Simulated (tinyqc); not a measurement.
Against the doping: band-to-band tunnelling and avalanche in a reverse-biased abrupt junction. Computed by tinyqc, a small Python program. Command: `OMP_NUM_THREADS=1 python tinyqc.py 3026841 3026842 out.jsonl zener walk`. One thread of a shared host (Intel(R) Xeon(R) Processor @ 2.30GHz), about 0.01 s of CPU time with the checks.

Direct Kane tunnelling in the local field (for indirect gaps the mass is an effective fit) and one ionisation coefficient for both carriers. N is the doping of the light side, or N_A N_D/(N_A + N_D) for the symmetric junction; the built-in voltage is taken as E_g/e.

Inputs (values chosen for the exercise, modelled on silicon):
```
quantity                                               value    unit
band gap at 300 K, E_g                                  1.15      eV
gap narrowing with temperature, -dE_g/dT                 0.3   meV/K
reduced tunnelling mass m_r                             0.22     m_0
permittivity eps                                        11.7       -
ionisation prefactor a                               1.1e+06    1/cm
ionisation field at 300 K, b                        1.58e+06    V/cm
relative rise of b with temperature                      7.2  1e-4/K
effective doping N                                   1.9e+17  1/cm^3
current density that defines tunnel breakdown, J_0       0.1  A/cm^2
temperature T                                            350       K
```

Junction: one-sided.

Constants: eps_0 = 8.8541878128e-12 F/m; e = 1.602176634e-19 C; m_0 = 9.1093837015e-31 kg; hbar = 1.054571817e-34 J s.

Method:
- E_g(T) = E_g - (T - 300 K)(-dE_g/dT); b(T) = b [1 + (rise)(T - 300 K)]; w = sqrt(2 eps eps_0 (V_R + E_g/e)/(e N)); F_m = 2 (V_R + E_g/e)/w; the field falls linearly from F_m to 0 across w.
- Kane: G(F) = A F^2 exp(-B/F), A = e^2 sqrt(m_r)/(18 pi hbar^2 sqrt(E_g)), B = pi sqrt(m_r) E_g^(3/2)/(2 e hbar), SI units; J = e int G dx x V_R/(V_R + E_g/e), the last factor making J vanish at zero bias; int G dx = (w/F_m) int_0^F_m G dF by 64 Gauss-Legendre points.
- Avalanche: I = (w/F_m) int_0^F_m a exp(-b/F) dF by 64 Gauss-Legendre points, M = 1/(1 - I), breakdown at I = 1.
- V_Z solves J = J_0 and V_A solves I = 1; the lower one is the breakdown voltage; temperature coefficients by a central difference of +/- 10 K.

Breakdown:
```
N (1/cm^3)     V_Z (V)  V_A (V)  F_m at breakdown (MV/cm)       first
3.80e+15    1.3983e+03   104.81                    0.3529   avalanche
9.50e+15    5.9569e+02    56.26                    0.4107   avalanche
2.30e+16    2.6159e+02    31.78                    0.4839   avalanche
5.70e+16    1.1227e+02    18.31                    0.5855   avalanche
1.10e+17    6.0672e+01    12.60                    0.6836   avalanche
1.90e+17    3.6228e+01     9.42                    0.7877   avalanche
3.80e+17    1.8642e+01     6.73                    0.9614   avalanche
9.50e+17    7.4453e+00     4.64                    1.3027   avalanche
2.30e+18    2.7496e+00     3.64                    1.6624  tunnelling
```

The mechanism changes between 9.50e17 and 2.30e18 per cm^3. Across the table V_Z + E_g/e scales as N^-0.92 and V_A as N^-0.52: tunnelling needs a nearly fixed field, while avalanche in a thinner layer needs a higher one. Rows with V_A below about 5 E_g/e understate it, since the local law ignores the distance a carrier needs to reach the ionisation energy; silicon and germanium junctions change over near 4 to 6 E_g/e.

Extremes, crossings and ranges named in words are read from the listed rows.
